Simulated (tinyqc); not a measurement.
Model-solid line-up of a strained alloy layer on a substrate: sweeps and comparisons. A value that a table varies takes the place of the one given here.

All values of the alloy are linear in x but the gap, Eg(x) = (1 - x) Eg_A + x Eg_B - C x (1 - x), and the valence edge, Ev(x) = (1 - x) Ev_A + x Ev_B + fv C x (1 - x); Ec = Ev + Eg. Ev is the top of the unstrained valence band on a scale common to all materials. In the layer only the Gamma valley of the conduction band is followed, also where an X or L valley would lie lower.

Coherent growth on a (001) face: e_par = (a_s - a)/a, e_perp = -2 (C12/C11) e_par; exx = eyy = e_par, ezz = e_perp, no shear.

Strained edges: Ec + ac tr(e); the valence edges are Ev plus the levels of the 6 x 6 matrix of X, Y, Z times spin with -Dso/3 + l exx + m (eyy + ezz) on the diagonal (cyclic), n exy off it, l = av + 2 b, m = av - b, n = sqrt(3) d. Spin-orbit term (Dso/3) L.sigma on X, Y, Z with (L_k)_ij = -i epsilon_kij: <X+|H|Y+> = -i Dso/3, <X+|H|Z-> = Dso/3, <Y+|H|Z-> = -i Dso/3, <Z+|H|X-> = -Dso/3, <Z+|H|Y-> = i Dso/3, <X-|H|Y-> = i Dso/3, and their conjugates; + and - are the spin along z.

dEc = Ec(substrate) - Ec(layer), dEv = Ev(layer) - Ev(substrate); positive values confine the carrier in the layer. Type I: both of one sign; type II: opposite signs; type III: the gaps do not overlap.

Coherent growth: e_par = (a_s - a)/a. (001): e_perp = -2 (C12/C11) e_par; exx = eyy = e_par, ezz = e_perp, no shear. (111): e_perp = -(2 C11 + 4 C12 - 4 C44)/(C11 + 2 C12 + 4 C44) e_par; exx = eyy = ezz = (2 e_par + e_perp)/3 and exy = eyz = ezx = (e_perp - e_par)/3. (110): e_perp = -(C11 + 3 C12 - 2 C44)/(C11 + C12 + 2 C44) e_par; exx = eyy = (e_par + e_perp)/2, ezz = e_par, exy = (e_perp - e_par)/2, eyz = ezx = 0.

Inputs chosen for the exercise (A near GaSb, B near GaAs, substrate near InP; shifted at random, so the results belong to these values and not to a real crystal): a = (6.089, 5.66) angstrom (lattice constant of A, B); Eg = (0.822, 1.537) eV (gap at Gamma to the s-like level of A, B); Dso = (0.76, 0.34) eV (spin-orbit splitting of A, B); Ev = (-0.03, -0.81) eV (top of the unstrained valence band of A, B); ac = (-7.55, -7.09) eV (conduction deformation potential of A, B); av = (0.81, 1.14) eV (valence hydrostatic potential of A, B); b = (-2.03, -2) eV (tetragonal shear potential of A, B); d = (-4.69, -4.75) eV (trigonal shear potential of A, B); C11 = (88.1, 123.4) GPa (of A, B); C12 = (39.9, 56.4) GPa (of A, B); C44 = (43.6, 60.1) GPa (of A, B); C = 1.503 eV (bowing of the gap); fv = 0.7 (share of the bowing taken by the valence edge); a_s = 5.876 angstrom (substrate); Eg_s = 1.425 eV (lowest gap of the substrate); Ev_s = -0.93 eV (substrate valence edge); face = 001 (growth face); x = 0.22 (fraction of B).

## Composition against offsets

Each composition is strained to the same substrate.

Results:
```
x     e_par (%)  relaxed gap (eV)  strained gap (eV)  valence splitting (meV)  dEc (eV)  dEv (eV)  type
0.08      -2.95             0.769              0.924                      188    -0.501     1.002    II
0.20      -2.12             0.725              0.836                      142    -0.384     0.974    II
0.31      -1.34             0.722              0.792                       94    -0.289     0.922    II
0.43      -0.48             0.761              0.786                       36    -0.197     0.836    II
0.54       0.32             0.835              0.793                       25    -0.125     0.756    II
0.66       1.21             0.957              0.793                      101    -0.058     0.689    II
0.77       2.04             1.106              0.822                      179    -0.008     0.610    II
0.89       2.96             1.311              0.886                      274     0.034     0.505     I
```

What does this show, and why?

The alloy matches the substrate at x = 0.497, where the top valence edge changes its character and the splitting passes through zero. The strained gap runs from 0.924 to 0.886 eV, against 0.769 to 1.311 eV for the relaxed alloy: strain cancels the change that the composition makes. It is not monotonic; its extremes in the table are 0.786 and 0.924 eV. Strains above 2 % can be kept only in layers of a few nanometres. The type changes: II to I between x = 0.77 and 0.89. Offsets below about 50 meV are within the spread of parameter sets, so those rows do not settle the type.

## The same layer on three faces

Composition and substrate are kept.

Results:
```
face   e_perp (%)  tr(e) (%)  shift of Ec (meV)  shift of Ev (meV)  valence splitting (meV)  gap (eV)
(001)       1.797     -2.161              160.9               57.3                    133.7    0.8250
(111)       0.942     -3.016              224.7               52.7                    137.9    0.8934
(110)       1.117     -2.841              211.6               54.8                    139.1    0.8782
```

What does this show, and why?

The layer yields most along the normal on (001) and least on (111), so the volume change, and with it the shift of Ec, is largest on (111). The valence splitting, set by b on (001), by d on (111) and by both on (110), is largest on (110). The gaps span 68 meV, from (001) to (111).

## What each parameter does

Strained gap, valence splitting and offsets. Each row changes one parameter from the base and keeps the others.

Results:
```
case                      gap (eV)  splitting (meV)  dEc (eV)  dEv (eV)
base                        0.8250            133.7   -0.3663    0.9663
x = 0.24                    0.8156            125.3   -0.3485    0.9578
a_s = 5.896 angstrom        0.8075            114.0   -0.3391    0.9566
C = 1.603 eV                0.8078            133.7   -0.3611    0.9783
fv = 0.9                    0.8250            133.7   -0.4178    1.0179
Ev_s = -0.88 eV             0.8250            133.7   -0.3163    0.9163
av = (0.932, 1.311) eV      0.8279            133.7   -0.3663    0.9634
d = (-5.394, -5.462) eV     0.8250            133.7   -0.3663    0.9663
ac = (-8.682, -8.153) eV    0.8491            133.7   -0.3904    0.9663
```

How do the results move?

The largest shifts from the base row, up to three for each result and ties (the steps differ in size, so this ranks the rows, not the parameters). gap (eV): ac +0.0241, a_s -0.0175, C -0.0172; unchanged at the printed digits by fv, Ev_s and d. splitting (meV): a_s -19.7, x -8.4; unchanged at the printed digits by C, fv, Ev_s, av, d and ac. dEc (eV): fv -0.0516, Ev_s +0.0500, a_s +0.0271; unchanged at the printed digits by av and d. dEv (eV): fv +0.0516, Ev_s -0.0500, C +0.0120; unchanged at the printed digits by d and ac.

tinyqc: `OMP_NUM_THREADS=1 python tinyqc.py 1080627 1080628 out.jsonl`; about 0.02 s, one thread, shared Intel(R) Xeon(R) Processor @ 2.30GHz.
